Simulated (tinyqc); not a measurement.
Buckled dimers of a reconstructed (001) surface, two dangling bonds a dimer: one step. One k point at the trial buckling. Two cases, with inputs chosen for the exercise.

Question. Form H, its levels and the weight of the lower one on the up atom, (1 + gm z/sqrt((gm z)^2 + h^2))/2 with h the off-diagonal element; k is given in pi/a.

In a dimer one atom moves up by z and the other down by z; the dangling bond of the up atom (more s-like) falls by gm z and that of the down atom rises by gm z. With all dimers tilted alike: H(k) = [[-gm z - 2 ta cos k, -tp - 2 tx cos k], [., gm z - 2 ta cos k]], k along the row in 1/a. Two electrons a dimer fill the lowest N of the 2N levels on the mesh k_j = (j + 1/2) pi/N. Total energy a dimer: W(z) = (2/N) sum of the filled levels + kf z^2. Repulsion between electrons is left out.

Give: H; levels; weight on the up atom.

Case 1.

Values chosen (of the size met on diamond (001); the results hold for these values, not for the real material):
- tp = 1.36 eV (pi coupling inside a dimer)
- ta = 0.16 eV (coupling between like atoms along the row)
- tx = 0.07 eV (diagonal coupling along the row)
- gm = 2.22 eV/angstrom (shift of a dangling bond with height)
- z = 0.33 angstrom (a trial buckling)
- k = 0.46 pi/a (wave vector along the row)

Answer.

H (eV):
```
,up,down
up,-0.7727,-1.3775
down,-1.3775,0.6925
```

levels (eV): -1.6003  1.5201

weight on the up atom = 0.7348

Case 2.

Values chosen (of the size met on Ge(001); the results hold for these values, not for the real material):
- tp = 0.22 eV (pi coupling inside a dimer)
- ta = 0.05 eV (coupling between like atoms along the row)
- tx = 0.01 eV (diagonal coupling along the row)
- gm = 2.06 eV/angstrom (shift of a dangling bond with height)
- z = 0.18 angstrom (a trial buckling)
- k = 0.11 pi/a (wave vector along the row)

Answer.

H (eV):
```
,up,down
up,-0.4649,-0.2388
down,-0.2388,0.2767
```

levels (eV): -0.5351  0.3470

weight on the up atom = 0.9204

Computed by tinyqc, one run a case: `OMP_NUM_THREADS=1 python tinyqc.py N N+1 out.jsonl` with N = 1482154, 1482229; one thread of a shared Intel(R) Xeon(R) Processor @ 2.30GHz, about 0.04 s a run at most.
